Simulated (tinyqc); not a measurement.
What each parameter does: thresholds of impact ionisation and Auger recombination from band masses.

Parabolic bands, no phonon. At threshold the three slow carriers share one velocity. With M their total mass and m4 the mass of the fast carrier, the fast carrier has the kinetic energy E_T = G M/(M - m4) and the slow ones together E_a = G m4/(M - m4), the activation energy of the Auger rate. CCCH (fast electron): G = Eg, M = 2 me + mh, m4 = me. CHHS (hole into the split-off band): G = Eg - Dso, M = 2 mh + me, m4 = ms; this form holds for Eg > Dso (below, the process needs about Dso - Eg and is marked by a dash). CHHL (hole into the light band): G = Eg, M = 2 mh + me, m4 = ml. CHHH (fast heavy hole): G = Eg, M = 2 mh + me, m4 = mh.

Non-parabolic fast electron: E (1 + alpha E) = c k^2/me with alpha = (1 - me)^2/Eg; the slow carriers stay parabolic, so E_T = Eg + me E_T (1 + alpha E_T)/M, M = 2 me + mh (the root between Eg and 1.9 Eg).

Constants: kB = 8.617333262e-05 eV/K.

Values chosen for the exercise (near those of InAs, gap at low temperature and not tied to T; shifted at random, so the results belong to these values and not to a real crystal): Eg = 0.42 eV (gap at Gamma to the s-like level); Dso = 0.388 eV (spin-orbit splitting); me = 0.026 m0 (electron mass at Gamma); mh = 0.42 m0 (heavy-hole mass); ms = 0.147 m0 (split-off mass); ml = 0.0269 m0 (light-hole mass); T = 350 K (temperature).

Activation energies. Each row changes one parameter from the base and keeps the others.

Results:

| case | CCCH (meV) | CCCH non-parabolic (meV) | CHHL (meV) |
|---|---|---|---|
| base | 24.48 | 54.08 | 13.46 |
| Eg = 0.378 eV | 22.04 | 48.67 | 12.12 |
| Dso = 0.3492 eV | 24.48 | 54.08 | 13.46 |
| me = 0.0286 m0 | 26.78 | 59.74 | 13.42 |
| mh = 0.462 m0 | 22.38 | 48.83 | 12.24 |
| ms = 0.1617 m0 | 24.48 | 54.08 | 13.46 |
| ml = 0.0296 m0 | 24.48 | 54.08 | 14.86 |

The largest shifts from the base row, up to three for each result and ties (the steps differ in size, so this ranks the rows, not the parameters). CCCH (meV): Eg -2.45, me +2.29, mh -2.11; unchanged at the printed digits by Dso, ms and ml. CCCH non-parabolic (meV): me +5.66, Eg -5.41, mh -5.25; unchanged at the printed digits by Dso, ms and ml. CHHL (meV): ml +1.40, Eg -1.35, mh -1.23; unchanged at the printed digits by Dso and ms.

tinyqc: `OMP_NUM_THREADS=1 python tinyqc.py 1880940 1880941 out.jsonl`; about 0.01 s, one thread, shared Intel(R) Xeon(R) Processor @ 2.30GHz.
